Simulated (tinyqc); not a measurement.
## Energy and delay of logic against supply voltage: energy and delay against supply voltage

One expression serves below and above threshold: I(Vg) = Ik [ln(1 + exp((Vg - VT + dd V)/(al nf Vt)))]^al, with I_on = I(V) and I_off = I(0). Gate delay td = kd C V/I_on, clock period LD td. Per gate and cycle the switching energy is act C V^2 and the leakage energy I_off V LD td. No short-circuit current, no variation. Minima are sought above 0.09 V; below a few Vt gates no longer switch and the model has no meaning.

EDP = energy times td.

Parameters, values chosen for the exercise; values of the order met in logic technologies: temperature T = 330 K; threshold voltage at zero drain bias VT = 0.31 V; slope factor nf = 1.26; barrier lowering per volt of supply dd = 0.05; specific current of a gate Ik = 0.9 uA; exponent of the current law al = 1.64; load capacitance of a gate C = 0.54 fF; delay factor kd = 1.2; logic depth LD = 40; activity factor act = 0.05.

Constants: q = 1.602176634e-19 C, kB = 1.380649e-23 J/K, Vt = kB T/q. Results are converted to the units shown.

Energy and delay against supply voltage:
```
V (V),I_on (uA),I_off (nA),td (ps),switching (aJ),leakage (aJ),energy (aJ),EDP (fJ ps)
0.17,0.02108,0.1985,5225,0.7803,7.052,7.832,40.92
0.28,0.3541,0.2313,512.3,2.117,1.327,3.444,1.765
0.4,2.840,0.2733,91.28,4.320,0.3992,4.719,0.4308
0.51,8.242,0.3185,40.10,7.023,0.2605,7.283,0.2920
0.63,16.93,0.3763,24.12,10.72,0.2287,10.95,0.2640
0.74,26.95,0.4384,17.79,14.79,0.2309,15.02,0.2671
0.86,39.88,0.5179,13.97,19.97,0.2490,20.22,0.2825
0.97,53.39,0.6033,11.77,25.40,0.2756,25.68,0.3023
1.09,69.83,0.7126,10.11,32.08,0.3142,32.39,0.3276
1.2,86.37,0.8299,9.003,38.88,0.3586,39.24,0.3533
```

td falls from 5220 to 9.00 ps; the energy goes from 7.83 through a minimum of 3.44 (at V = 0.28 V among the rows listed) to 39.2 aJ and the EDP goes from 40.9 through a minimum of 0.264 (at V = 0.63 V among the rows listed) to 0.353 fJ ps. The exact minima lie at V = 0.289 V for the energy and 0.660 V for the EDP. Going from 1.2 V to the energy minimum saves a factor of 11.4 in energy and costs a factor of 48.0 in delay. Below the minimum the leakage energy rises faster than the switching energy falls, because the clock period grows so steeply.

tinyqc, about 0.01 s, one thread, Intel Xeon 2.30GHz (shared host): `OMP_NUM_THREADS=1 python tinyqc.py 2082034 2082035 out.jsonl`
